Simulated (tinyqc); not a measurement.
Inside a calculation. Method: lattice vibrations of a chain. One step of it, computed by the program tinyqc.

Task: Dynamical matrix at q = 0.05. q is in units of 2 pi/a. A spring k from atom i to atom j, n cells on, adds k to Phi_ii and Phi_jj, -k exp(2 pi i q n) to Phi_ij and the conjugate to Phi_ji (for one atom a cell: 2k (1 - cos 2 pi q n)); D_ij = Phi_ij / sqrt(m_i m_j).

A chain moving along its axis:
```
atom    mass (u)  spring to the next atom (eV/angstrom^2)
1      61.800000                                25.100000
2      97.100000                                16.000000
3     109.200000                                 2.100000
4      24.500000                                20.200000
```

Give: D(q).

Result:

D(q) (eV/(angstrom^2 u)):
```
               1       2       3              4
1          0.733  -0.324   0.000  -0.494+0.160i
2         -0.324   0.423  -0.155          0.000
3          0.000  -0.155   0.166         -0.041
4  -0.494-0.160i   0.000  -0.041          0.910
```
